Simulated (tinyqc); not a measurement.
Estimate of lattice thermal conductivity from elastic moduli (Slack, Klemens and Cahill formulas): one step, computed by the program tinyqc.

An isotropic solid.

Problem. Velocities, Poisson ratio and Debye temperature. rho = M/V; vL = sqrt((B + 4G/3)/rho), vT = sqrt(G/rho); v_m = [(vL^-3 + 2 vT^-3)/3]^(-1/3); Poisson ratio sigma = (3B - 2G)/(6B + 2G); Theta = hbar v_m (6 pi^2/V)^(1/3)/k_B.

Inputs (values chosen for the exercise, for a model crystal):

| quantity | value | unit |
|---|---|---|
| bulk modulus B | 109 | GPa |
| shear modulus G | 92.7 | GPa |
| volume per atom V | 11.2 | angstrom^3 |
| mean atomic mass M | 75.9 | u |

Grueneisen parameter: from thermal expansion.

Constants: u = 1.6605390666e-27 kg; hbar = 1.054571817e-34 J s; k_B = 1.380649e-23 J/K.

Give: density rho; vL; vT; v_m; Poisson ratio sigma; Debye temperature Theta.

Solution.

density rho = 11253 kg/m^3

vL = 4546.4 m/s

vT = 2870.1 m/s

v_m = 3158.3 m/s

Poisson ratio sigma = 0.16869

Debye temperature Theta = 420.26 K
